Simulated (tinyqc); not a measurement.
Sheet resistance and Hall data of a diffused or implanted layer. From sheet resistance R_s back to peak concentration N_0. Computed by tinyqc, a small Python program. Command: `OMP_NUM_THREADS=1 python tinyqc.py 3007148 3007149 out.jsonl layer inv`. One thread of a shared host (Intel(R) Xeon(R) Processor @ 2.30GHz), about 0.01 s of CPU time with the checks.

Carriers are taken equal to the net active doping down to the junction (full ionisation, which deep dopants in wide-gap hosts do not reach; no spill-over, no depletion), and the Hall factor is 1.

Inputs (values chosen for the exercise, modelled on arsenic in silicon): mu_min = 52.3 cm^2/(V s); mu_max = 1380 cm^2/(V s); N_ref = 9.4e+16 1/cm^3; exponent alpha = 0.67; length scale l = 460 nm; background doping N_B (opposite type) = 1.1e+16 1/cm^3.

Profile: complementary error function. Activation: complete.

Constants: e = 1.602176634e-19 C.

Method:
- N(x) = N_0 erfc(x/l), dose N_0 l/sqrt(pi), junction x_j = l erfc^-1(N_B/N_0).
- Mobility mu = mu_min + (mu_max - mu_min)/(1 + (N_t/N_ref)^alpha), N_t = active doping + N_B; carriers n = active doping - N_B, all dopants active.
- Integrals from x_0 (0 unless stated) to x_j by the midpoint rule on 400 even intervals: 1/R_s = e int n mu dx; sheet density n_s = int n dx; Hall sheet density (int n mu dx)^2/int n mu^2 dx; Hall mobility int n mu^2 dx/int n mu dx.
- Mean conductivity 1/(R_s x_j); mean mobility 1/(e n_s R_s).

Question. A run gave the result below. Find the peak concentration N_0, known to lie between 2.2e+18 and 3.3e+18 1/cm^3.

sheet resistance R_s = 348.9749 ohm

Answer.

Each step takes the trial c = (a f_b - b f_a)/(f_b - f_a), f being the result less the target and a, b, c the logarithms of the listed values; c replaces end b, the old b replaces a if the sign of f changed, and otherwise f_a is halved.

Scan of the range:
```
peak concentration N_0 (1/cm^3)  sheet resistance R_s (ohm)
2.20e+18                                            399.463
2.35e+18                                            383.724
2.52e+18                                            367.779
2.69e+18                                            353.510
2.88e+18                                            339.213
3.08e+18                                            325.736
3.30e+18                                            312.460
```

False position (Illinois rule, in the logarithm of the input) inside the bracket:
```
step        end a        end b        trial  sheet resistance R_s (ohm)
1     2.69000e+18  2.88000e+18  2.74887e+18                     348.908
2     2.69000e+18  2.74887e+18  2.74716e+18                     349.039
3     2.74887e+18  2.74716e+18  2.74800e+18                     348.975
4     2.74716e+18  2.74800e+18  2.74800e+18                     348.975
```

Sheet resistance R_s falls at every point of a 13-point scan of the range (every second point is shown), so one value fits; it is bracketed by 2.69e18 and 2.88e18. Answer: peak concentration N_0 = 2.748e18 1/cm^3.
